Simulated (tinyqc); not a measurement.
# Deep-level transient spectroscopy, step by step

Program tinyqc, `OMP_NUM_THREADS=1 python tinyqc.py 2050022 2050023 out.jsonl`; Intel Xeon 2.30GHz, shared host, one thread, about 0.01 s. Printed values are rounded.

Schottky contact on an n-type layer with shallow donors Nd (all ionised) and a donor-like deep trap, neutral when filled and positive when empty; depletion approximation. Traps within lam of the depletion edge stay filled. A long pulse to Vp fills the traps beyond x1 = Wp - lam; back at Vr those between x1 and x2 = Wr - lam emit. A rate window reads S = C(t2) - C(t1).

Parameters, values chosen for the exercise; material values close to those of silicon: relative permittivity eps_r = 11.9; conduction-band density of states at 300 K Nc = 2.82e19 cm^-3; thermal velocity at 300 K vth = 2.4e7 cm/s; shallow donor density Nd = 1.7e16 cm^-3; built-in voltage Vbi = 0.56 V; depth of the trap below the conduction edge Et = 0.36 eV; capture cross-section sn = 5.4e-17 cm^2; trap density Nt = 6.1e15 cm^-3; reverse bias Vr = 6.5 V; reverse bias during the filling pulse Vp = 0 V; first sampling time t1 = 5 ms; second sampling time t2 = 25 ms; temperature of the transient T = 213 K; field at the trap F = 6.4 kV/cm.

Constants: q = 1.602176634e-19 C, kB = 1.380649e-23 J/K, eps0 = 8.8541878128e-14 F/cm where lengths are in cm. Results are converted to the units shown.

Range of the model: With Nt above a tenth of Nd the edge x2 moves during the transient, which this model holds fixed, and the transient is not a plain exponential.

## Emission rate and rate window

Emission rate en = sn vth(T) Nc(T) exp(-Et/kB T) = sn g T^2 exp(-Et/kB T), g = vth Nc/(300 K)^2, as vth goes as T^0.5 and Nc as T^1.5 (degeneracy factor 1). For an exponential transient S peaks where en = ew = ln(t2/t1)/(t2 - t1).

g = 7.52e21 cm^-2 s^-1 K^-2
en = 55.9031 1/s
1/en = 17.8881 ms
ew = 80.4719 1/s

## Widths

lam = sqrt(2 eps0 eps_r (EF - ET)/(q Nd)), EF - ET = Et - (kB T/q) ln(Nc(T)/Nd), Nc(T) = Nc (T/300 K)^1.5. In the steady state at the band bending V, 2 eps0 eps_r V/q = Nd W^2 + Nt (W - lam)^2 (the second term only if W > lam). V = Vbi + Vr gives Wr and V = Vbi + Vp gives Wp; x1 = max(Wp - lam, 0).

lam = 134.365 nm
Wr = 666.730 nm
Wp = 203.936 nm
x1 = 69.5709 nm
x2 = 532.365 nm
G = (x2^2 - x1^2)/Wr^2 = 0.626669

The rule Nt = 2 Nd |dC|/C assumes G = 1 and would understate Nt by a factor of about 1/G = 1.60 here (the limit of small Nt/Nd).

## The transient

```
sample,t (ms)
0,0
1,2.5
2,5
3,15
4,25
5,50
6,125
```

W(t)^2 = Wr^2 + (Nt/Nd)(x2^2 - x1^2) exp(-en t), C = eps0 eps_r/W; for small Nt, dC/C = -(Nt/2 Nd) G exp(-en t) with G = (x2^2 - x1^2)/Wr^2. S = C(t2) - C(t1).

```
sample,C (nF/cm^2),C - C(final) (pF/cm^2)
0,14.2791,-1524.09
1,14.4532,-1350.00
2,14.6099,-1193.33
3,15.0869,-716.35
4,15.3815,-421.71
5,15.6958,-107.46
6,15.8016,-1.64
```

S = 771.618 pF/cm^2

## Step 1: peak temperature

T at the start = 300 K

Fixed-point step for en(T) = ew: T(new) = (Et q/kB)/ln(sn g T^2/ew), g = vth Nc/(300 K)^2.

T after step 1 = 209.573 K

## Course of the iteration for the peak temperature

Start from 300 K; stop when T changes by less than 1e-8 K.

Course of the iteration:
```
step,T (K),change (K)
1,209.573,90.4
2,217.397,7.82
3,216.571,0.826
4,216.657,0.0855
5,216.648,8.87e-3
6,216.649,9.20e-4
7,216.649,9.54e-5
8,216.649,9.90e-6
9,216.649,1.03e-6
10,216.649,1.06e-7
11,216.649,1.10e-8
12,216.649,1.15e-9
```

Converged in 12 steps; each multiplies the error by -2 kB T/Et = -0.10.

## Poole-Frenkel lowering

A Coulomb centre of charge +q (when empty) in the field F lowers its barrier by dE = sqrt(q F/(pi eps0 eps_r)) along the field. One-dimensional rate: en exp(b), b = dE/kB T; three-dimensional (Hartke): en {[1 + (b - 1) exp(b)]/b^2 + 1/2}.

dE = 17.6004 meV
b = 0.958892
rate, one-dimensional = 145.840 1/s
rate, three-dimensional = 82.2303 1/s

The one-dimensional form is 77 % above the three-dimensional one, which counts the directions in which the barrier is lowered less or not at all.
